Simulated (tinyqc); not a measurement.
From results back to parameters: eight-band Kane k.p model. Two cases, with inputs chosen for the exercise.

Problem. In the Kane model 1/m = A_r + Ep (Eg + 2 Dso/3)/(Eg (Eg + Dso)) and the Roth formula gives g* = 2 - 2 Ep Dso/(3 Eg (Eg + Dso)). The mass and the g factor below were computed from hidden Ep and Dso.

Case 1.

Values chosen (out of a larger set: near those of GaAs; not measured data): Eg = 1.494 eV (gap at Gamma to the s-like level); A_r = 1 (remote-band term in 1/m).

m = 0.0558579 m0
g* = -0.33945

Case 2.

Values chosen (out of a larger set: near those of Ge; not measured data): Eg = 0.948 eV (gap at Gamma to the s-like level); A_r = 1 (remote-band term in 1/m).

m = 0.0394812 m0
g* = -2.29658

Find: X; Y; Ep; Dso.

Solution. Let X = 1/m - A_r and Y = (2 - g*)/2. Then X + Y = Ep/Eg and X - 2 Y = Ep/(Eg + Dso).

Case 1.

X = 16.903
Y = 1.170
Ep = 27.00 eV
Dso = 0.360 eV

Case 2.

X = 24.329
Y = 2.148
Ep = 25.10 eV
Dso = 0.305 eV

Computed by tinyqc, one run a case: `OMP_NUM_THREADS=1 python tinyqc.py N N+1 out.jsonl` with N = 1050817, 1050818; one thread of a shared Intel(R) Xeon(R) Processor @ 2.30GHz, about 0.05 s a run at most.
